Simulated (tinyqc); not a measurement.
# Changing the temperature T

Model: Bloch-Grueneisen resistivity of a metal. Computed by tinyqc, a small Python program. Command: `OMP_NUM_THREADS=1 python tinyqc.py 3016588 3016589 out.jsonl bg sweep`. One thread of a shared host (Intel(R) Xeon(R) Processor @ 2.30GHz), about 0.01 s of CPU time with the checks.

Electrons scatter from a Debye spectrum of phonons (n = 5 for scattering within one band, n = 3 for scattering into a second, heavy band) and from static defects.

Inputs (values chosen for the exercise, modelled on copper):

| quantity | value | unit |
|---|---|---|
| exponent n | 5 | - |
| Debye temperature Theta | 335 | K |
| transport coupling lambda_tr | 0.12 | - |
| Drude plasma energy hbar w_p | 9 | eV |
| residual resistivity rho_0 | 2.2 | microohm cm |

Addition: none.

Constants: k_B = 1.380649e-23 J/K; hbar = 1.054571817e-34 J s; eps_0 = 8.8541878128e-12 F/m; hbar = 6.582119569e-16 eV s; k_B = 8.617333262e-05 eV/K.

Method:
- rho_ph = (n - 1) rho_1 (T/Theta)^n J_n(Theta/T), with rho_1 = 2 pi lambda_tr k_B Theta/(hbar eps_0 w_p^2), the high-temperature line at T = Theta.
- J_n(y) = int_0^y x^n e^x/(e^x - 1)^2 dx, by 96 Gauss-Legendre points (upper limit at most 60).
- Matthiessen's rule: rho = rho_0 + rho_ph.
- Temperature coefficient (1/rho) d rho/dT by a central difference of +/- 0.5 K; residual ratio rho(295 K)/rho(4.2 K); scattering time tau = 1/(eps_0 w_p^2 rho); Wiedemann-Franz kappa = L_0 T/rho, L_0 = (pi^2/3)(k_B/e)^2.

One run for each value:

| temperature T (K) | resistivity rho (microohm cm) | phonon resistivity rho_ph (microohm cm) | temperature coefficient (1e-3/K) | Wiedemann-Franz conductivity (W/(m K)) |
|---|---|---|---|---|
| 10 | 2.200 | 2.357e-05 | 5.383e-03 | 11.1 |
| 16 | 2.200 | 2.471e-04 | 3.516e-02 | 17.8 |
| 27 | 2.203 | 3.330e-03 | 2.732e-01 | 29.9 |
| 45 | 2.233 | 3.310e-02 | 1.300e+00 | 49.2 |
| 74 | 2.369 | 1.690e-01 | 2.539e+00 | 76.3 |
| 120 | 2.678 | 4.781e-01 | 2.608e+00 | 109.5 |
| 200 | 3.225 | 1.025e+00 | 2.059e+00 | 151.5 |
| 330 | 4.059 | 1.859e+00 | 1.544e+00 | 198.6 |
| 550 | 5.413 | 3.213e+00 | 1.123e+00 | 248.2 |
| 900 | 7.526 | 5.326e+00 | 7.984e-01 | 292.2 |

What does the table show, and why?

Over the rows, resistivity rho (microohm cm) rises from 2.20 to 7.53 (exponent d ln y / d ln x 2.2e-4 between the first rows and 0.67 between the last); phonon resistivity rho_ph (microohm cm) rises from 2.36e-5 to 5.33 (exponent d ln y / d ln x 5.0 between the first rows and 1.0 between the last); temperature coefficient (1e-3/K) goes from 0.00538 through a maximum among these rows, 2.61 at 120, to 0.798. At the low end the exponent of phonon resistivity rho_ph is 5.00, close to 5: the T^5 law. At the high end the exponent of phonon resistivity rho_ph is 1.03, close to 1: the linear law of classical vibrations. At the low end the exponent of Wiedemann-Franz conductivity is 1.00, close to 1: defect scattering, constant rho.

Extremes, crossings and ranges named in words are read from the listed rows.
